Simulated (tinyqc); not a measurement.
What moves the results: free and nearly free electrons in a metal. A value that a table varies takes the place of the one given here.

The cubic cell holds 2 atoms: n = 2 z/a^3, kF = (3 pi^2 n)^(1/3), EF = c kF^2/m, vF = 2 c kF/(m hbar), c = hbar^2/2m0; rs = (3/(4 pi n))^(1/3)/a0; D(EF) = 3 n/(2 EF).

Square wire of width w with grain size w: rho/rho0 = 1/(1 - 3 al/2 + 3 al^2 - 3 al^3 ln(1 + 1/al)) + (3/4) (1 - p) l/w, with al = (l/w) Rg/(1 - Rg) (Mayadas-Shatzkes plus the thick-wire form of Fuchs-Sondheimer); l = hbar kF/(n e^2 rho), e = 1.602176634e-19 C.

Constants: hbar^2/2m0 = 3.80998211 eV angstrom^2; hbar = 6.58211957e-16 eV s; a0 (Bohr radius) = 0.5291772105 angstrom.

Parameters, chosen for this exercise (near those of W, whose d bands this model ignores; not measured data):

| symbol | value | unit | meaning |
|---|---|---|---|
| a | 3.18 | angstrom | bcc lattice constant |
| z | 2 |  | free electrons an atom |
| m | 1 | m0 | mass |
| rho | 6.02 | micro-ohm cm | bulk resistivity |
| p | 0.5 |  | specularity of the surfaces |
| Rg | 0.49 |  | reflection at grain boundaries |
| w | 14 | nm | wire width |

## Resistivity of narrow wires

Wires:

| w (nm) | al | grain term (factor - 1) | surface term | rho (micro-ohm cm) |
|---|---|---|---|---|
| 200 | 0.041 | 0.060 | 0.016 | 6.48 |
| 100 | 0.081 | 0.119 | 0.032 | 6.93 |
| 50 | 0.163 | 0.235 | 0.064 | 7.82 |
| 30 | 0.271 | 0.386 | 0.106 | 8.98 |
| 20 | 0.407 | 0.573 | 0.159 | 10.43 |
| 14 | 0.581 | 0.812 | 0.227 | 12.27 |
| 10 | 0.814 | 1.127 | 0.318 | 14.72 |
| 7 | 1.163 | 1.597 | 0.454 | 18.37 |

l = 8.47 nm

At 7 nm the resistivity is 3.05 times the bulk value; grain boundaries add more (1.60 from grains, 0.45 from surfaces). It passes twice the bulk value between 20 and 14 nm. The surface formula is meant for w above l = 8 nm, so the rows below that are rough.

## What sets the wire resistivity

All results formed anew. Each row changes one parameter from the base and keeps the others.

Results:

| case | EF (eV) | l (nm) | wire rho (micro-ohm cm) |
|---|---|---|---|
| base | 9.086 | 8.47 | 12.272 |
| a = 3.275 angstrom | 8.567 | 8.99 | 12.643 |
| m = 1.2 m0 | 7.572 | 8.47 | 12.272 |
| rho = 7.224 micro-ohm cm | 9.086 | 7.06 | 13.499 |
| p = 0.8 | 9.086 | 8.47 | 11.452 |
| Rg = 0.343 | 9.086 | 8.47 | 10.084 |
| w = 9.8 nm | 9.086 | 8.47 | 14.890 |

The largest shifts from the base row, up to three for each result and ties (the steps differ in size, so this ranks the rows, not the parameters). EF (eV): m -1.514, a -0.520; unchanged at the printed digits by rho, p, Rg and w. l (nm): rho -1.41, a +0.51; unchanged at the printed digits by m, p, Rg and w. wire rho (micro-ohm cm): w +2.619, Rg -2.188, rho +1.227; unchanged at the printed digits by m. The mass drops out of l at given rho, because vF falls and tau rises by the same factor.

Computed by tinyqc, a small Python program: `OMP_NUM_THREADS=1 python tinyqc.py 1650794 1650795 out.jsonl` (the numbers bound the seed that draws the inputs); one thread of a shared host (Intel(R) Xeon(R) Processor @ 2.30GHz), about 0.01 s for the whole set of steps.
